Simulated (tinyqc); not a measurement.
## Gap and screening length from two transmissions

Inverse problem. At the source junction of a tunnel FET, T(w) = exp(-S), S = 2 pi lam sqrt(m/(C Eg)) [w + Eg/2 - sqrt(w (w + Eg))], C = hbar^2/(2 m0). Find Eg (between 0.1 and 3 eV) and lam.

Inputs (values chosen for the exercise):

| symbol | value | unit | meaning |
|---|---|---|---|
| m | 0.023 | m0 | band-edge mass of the two-band model |

Constants: q = 1.602176634e-19 C, hbar = 1.054571817e-34 J s, m0 = 9.1093837015e-31 kg, hbar^2/(2 m0) = 0.0380998212 eV nm^2. Results are converted to the units shown.

T(w) at w = 0.07 and 0.42 eV: 0.053115050  0.34872802

Answer. The ratio of the two exponents depends on Eg alone and falls steadily with it, which fixes Eg; either exponent then gives lam.

ratio of the two S = 2.79
Eg = 0.353 eV
lam = 4.80 nm

Numbers from tinyqc (`OMP_NUM_THREADS=1 python tinyqc.py 2620173 2620174 out.jsonl`; about 0.02 s on one thread of a shared Intel Xeon 2.30GHz).
